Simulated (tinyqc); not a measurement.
Chemical-mechanical planarisation: Preston law, pattern density and step-height reduction: one step, computed by the program tinyqc.

A row of 8 cells, repeated periodically, holds raised features that cover a share rho of each cell.

Problem. State at time t. While h > h_c only raised areas polish, at R0/rho_eff, until t_c = rho_eff (h0 - h_c)/R0. After that h = h_c exp(-(t - t_c)/tau), tau = rho_eff h_c/R0; low areas polish at R0 (1 - h/h_c) and raised areas at R0 [1 + (1 - rho_eff) h/(rho_eff h_c)]. Removed from raised areas after t_c: h0 - h_c + R0 (t - t_c) + (1 - rho_eff)(h_c - h); from low areas: R0 (t - t_c) - rho_eff (h_c - h). Film left = z0 less the removal from raised areas.

Inputs (values chosen for the exercise, close to those used for copper polishing):
```
quantity                        value  unit
initial step height h0            730    nm
contact height h_c                250    nm
film above the raised areas z0   1300    nm
polish time t                     250     s
```

effective densities: 0.3020725  0.2977070  0.3198853  0.3735028  0.4338281  0.4444264  0.3942110  0.3343667

blanket rate R0 = 0.9726371 nm/s

Give: Cells; range of film left across the row; largest remaining step; thinnest film left.

Solution.

Cells:
```
cell  rho_eff  t_c (s)  step h (nm)  removed, raised (nm)  removed, low (nm)  film left on raised areas (nm)
1      0.3021    149.1         68.1                 705.1              43.23                           594.9
2      0.2977    146.9         65.0                 710.2              45.18                           589.8
3      0.3199    157.9         81.5                 684.2              35.72                           615.8
4      0.3735    184.3        126.1                 621.5              17.61                           678.5
5      0.4338    214.1        181.2                 553.9               5.06                           746.1
6      0.4444    219.3        191.1                 542.5               3.67                           757.5
7      0.3942    194.5        144.6                 597.8              12.40                           702.2
8      0.3344    165.0         93.0                 667.2              30.17                           632.8
```

range of film left across the row = 167.6 nm

largest remaining step = 191.1 nm

thinnest film left = 589.8 nm

8 of 8 cells have reached contact. The cell with the lowest rho_eff has lost the most film from its raised areas.
